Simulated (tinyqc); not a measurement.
Worked calculation: domain walls in a thin film with perpendicular anisotropy: Bloch, Neel and chiral walls, motion and stripe domains. Computed by tinyqc, a small Python program that keeps every step. Command: `OMP_NUM_THREADS=1 python tinyqc.py 3027434 3027435 out.jsonl mwall walk`. One thread of a shared host (Intel(R) Xeon(R) Processor @ 2.30GHz), about 0.01 s of CPU time with the checks. Intermediate numbers are printed to about 5 digits and carried at full precision; extremes and crossings named in words are read from the listed rows.

One-dimensional wall: polar angle theta(x), azimuth phi of the moment in the wall (phi = 0 Neel, 90 degrees Bloch). mu_0 = 1.25663706212e-6 T m/A, gamma = 1.76085963023e11 rad/(s T).

Inputs (values chosen for the exercise, for a model film):
```
quantity                      value    unit
saturation magnetisation M_s    579    kA/m
exchange stiffness A             13    pJ/m
uniaxial anisotropy K_u         788  kJ/m^3
DMI constant D                 0.14  mJ/m^2
thickness t                    0.86      nm
damping alpha                 0.013       -
field mu_0 H_z                  2.3      mT
```

Drive: magnetic field.

## Width and energy of the Bloch wall

K_eff = K_u - mu_0 M_s^2/2; Delta = sqrt(A/K_eff); sigma_0 = 4 sqrt(A K_eff); profile theta = 2 arctan exp(x/Delta); quality factor Q = 2 K_u/(mu_0 M_s^2).

K_eff = 577.36 kJ/m^3

width parameter Delta = 4.7451 nm

sigma_0 = 10.959 mJ/m^2

quality factor Q = 3.7410

## Bloch or Neel

sigma(phi) = sigma_0 + 2 Delta K_D cos^2(phi) - pi D cos(phi), with the wall shape anisotropy K_D = N_x mu_0 M_s^2/2, N_x = t ln 2/(pi Delta). The minimum has cos(phi) = D/D_N for D < D_N = 4 Delta K_D/pi and phi = 0 beyond; sigma turns negative at D_c = (sigma_0 + 2 Delta K_D)/pi.

K_D = 8.4229 kJ/m^3

D_N = 0.050889 mJ/m^2

azimuth phi = 0 degrees

wall energy sigma = 10.599 mJ/m^2

D_c = 3.5137 mJ/m^2

A pure chiral Neel wall. D is 0.04 of D_c.

## Walker breakdown

Field drive: steady motion v = gamma Delta B/alpha needs B = (alpha/2) [2 B_D sin(phi) - B_K sin(2 phi)] in size, B_K = 2 K_D/M_s, B_D = pi D/(2 M_s Delta), with phi moving from its rest value; the Walker field B_W is the largest value of |B_D sin(phi) - (B_K/2) sin(2 phi)| times alpha, reached at cos(phi) = [d - sqrt(d^2 + 8)]/4, d = B_D/B_K. Far above B_W/alpha, v = gamma Delta B alpha/(1 + alpha^2); this is used for all B above B_W.

B_K = 29.095 mT

B_D = 80.043 mT

Walker field B_W = 1.1009 mT

velocity at B_W = 70.756 m/s

velocity at B = 0.024979 m/s

B is above B_W: the wall moment precesses, and the far-field formula is used. Without D, B_W would be alpha B_K/2 = 0.189 mT, so D raises it 5.8 times. Caution: below about 3 B_W/alpha the mean velocity lies above the far-field formula, by a factor of roughly 1 + (B_W/(alpha B))^2/2.

## Stripe domains

Dipolar length l = sigma/(mu_0 M_s^2); for t much smaller than the period the domain width is w = 0.955 t exp(pi l/t) (Kaplan and Gehring), given as log10 of w in nm.

dipolar length l = 25.159 nm

log10 of the domain width in nm = 39.828

Domains would exceed a millimetre: any device is a single domain in equilibrium.

## Raising D

The formulas are those given above.

Wall against D; the last column is the Kaplan-Gehring width, log10[0.955 t exp(pi sigma/(mu_0 M_s^2 t))/nm], with a dash where it falls below 10 Delta and the formula fails:
```
D (mJ/m^2)  phi (degrees)  sigma (mJ/m^2)  sigma/sigma_0  log10 domain width
0.010              78.667          10.956        0.99972              41.172
0.025              60.576          10.939        0.99824              41.111
0.041              36.324          10.907        0.99527              40.988
0.700               0.000           8.839        0.80662              33.203
1.400               0.000           6.640        0.60595              24.921
2.100               0.000           4.441        0.40527              16.640
2.800               0.000           2.242        0.20460               8.358
3.200               0.000           0.985        0.08993               3.626
```

D_N is 1 % of D_c, so a small D fixes the chirality long before it lowers the energy much. Beyond D_N sigma falls by pi per unit of D, and the domain width, which has sigma in an exponent, drops by 37.5 decades over the valid rows (values above 6 mean a single domain in any device).

Checks made by the program: sigma_0 against the integral over the profile (relative difference below 1e-10); B_W against a scan of phi (relative difference below 1e-10).
